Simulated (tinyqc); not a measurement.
Tail temperature from the power law.

Question. When tail states hold most of the charge, the linear current goes as I = A (Vg - VT)^g with g = 2 Tt/T - 1. Find g, Tt and the tail width kB Tt.

Values chosen for this exercise: temperature T = 290 K.

Constants: q = 1.602176634e-19 C, kB = 1.380649e-23 J/K, Vt = kB T/q. Results are converted to the units shown.

I at Vg - VT = 14 and 21 V (nA): [286.32179, 635.27944]

Answer. g is the slope of ln I against ln(Vg - VT).

g = 1.97
Tt = 430 K
kB Tt = 37.1 meV

Computed by the program tinyqc: `OMP_NUM_THREADS=1 python tinyqc.py 2610067 2610068 out.jsonl`, one thread of a shared Intel Xeon 2.30GHz, about 0.02 s for the whole run.
